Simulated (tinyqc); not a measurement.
Hydrogen passivation and dissociation of interface defects with a spread of activation energies: one step, computed by the program tinyqc.

Active defects P react as P + H2 -> HP + H and HP -> P + H; released atomic hydrogen is removed. All defects start active. Activation energies are normally distributed, independently for the two reactions.

Task: A five-point average. a = k_f0 [H2] exp(-E_f/k_B T), b = k_d0 exp(-E_d/k_B T); the active share of one kind of site is b/(a + b) + (a/(a + b)) exp(-(a + b) t). Gauss-Hermite nodes for a unit normal variable, z = 0, +/-1.355626, +/-2.856970 with weights 0.533333, 0.222076, 0.011257; E_f + s_f z is varied at the mean E_d.

Inputs (values chosen for the exercise, for a model interface):

| quantity | value | unit |
|---|---|---|
| mean passivation energy E_f | 1.46 | eV |
| spread s_f | 0.1 | eV |
| prefactor k_f0 | 7.4e-08 | cm^3/s |
| mean dissociation energy E_d | 2.67 | eV |
| prefactor k_d0 | 3.6e+13 | 1/s |
| dissolved hydrogen [H2] | 3.2e+17 | cm^-3 |
| anneal temperature T | 550 | K |
| anneal time t | 140 | s |

Ambient: hydrogen.

Constants: k_B = 8.617333262e-05 eV/K.

Give: Nodes; active share, five points.

Result:

Nodes:

| z | weight | energy (eV) | rate (1/s) | active share |
|---|---|---|---|---|
| -2.856970 | 0.011257 | 1.174 | 4.111e-01 | 2.996e-11 |
| -1.355626 | 0.222076 | 1.324 | 1.731e-02 | 8.864e-02 |
| 0.000000 | 0.533333 | 1.460 | 9.910e-04 | 8.705e-01 |
| 1.355626 | 0.222076 | 1.596 | 5.674e-05 | 9.921e-01 |
| 2.856970 | 0.011257 | 1.746 | 2.389e-06 | 9.997e-01 |

active share, five points = 0.7155

Caution: the spread exceeds 1.3 k_B T, so the integrand is step-like and five points are a rough average.
